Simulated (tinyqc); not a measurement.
Q-state Potts model on a small periodic square lattice: enumeration, Metropolis, heat-bath and Wolff steps: one step, computed by the program tinyqc. Command: `OMP_NUM_THREADS=1 python tinyqc.py 3112657 3112658 out.jsonl potts walk`. One thread of a shared host (Intel(R) Xeon(R) Processor @ 2.30GHz), about 0.03 s of CPU time with the checks.

E = -J x (number of nearest-neighbour bonds with equal states); n x n sites with periodic edges have 2 n^2 bonds. Order parameter m = (q f - 1)/(q - 1), f being the largest share of one state. Sites are numbered row by row from 0. Here q = 3 and n = 3.

Problem. One Wolff cluster. Seed site = floor(r n^2); new state = (old + 1 + floor(r (q - 1))) mod q. Sites are taken first in, first out; each neighbour (right, left, below, above) with the seed state and not yet in the cluster joins if the next r < p. The cluster then takes the new state.

Update: Wolff cluster.

start states:
```
   1  2  3
1  1  0  1
2  2  2  2
3  0  2  1
```

random numbers, used in turn: 0.2091  0.2949  0.0278  0.5115  0.7977  0.7056  0.4756  0.0939  0.8455  0.6638  0.1300  0.9408  0.4109  0.9609  0.4354  0.4347  0.1362  0.4922  0.4404  0.5905  0.1403  0.8148  0.6688  0.6763  0.7877  0.9341  0.0830  0.2439  0.5603  0.0377  0.5527  0.8230  0.7796  0.7850  0.6904  0.7481  0.3380  0.7309

Give: the table «Bonds tested» with the columns to, r, result, for from = -; seed site; cluster size; states afterwards.

Solution.

Bonds tested:
```
from  to  r              result
-      -  -  no equal neighbour
```

seed site = 1

cluster size = 1

states afterwards:
```
   1  2  3
1  1  1  1
2  2  2  2
3  0  2  1
```
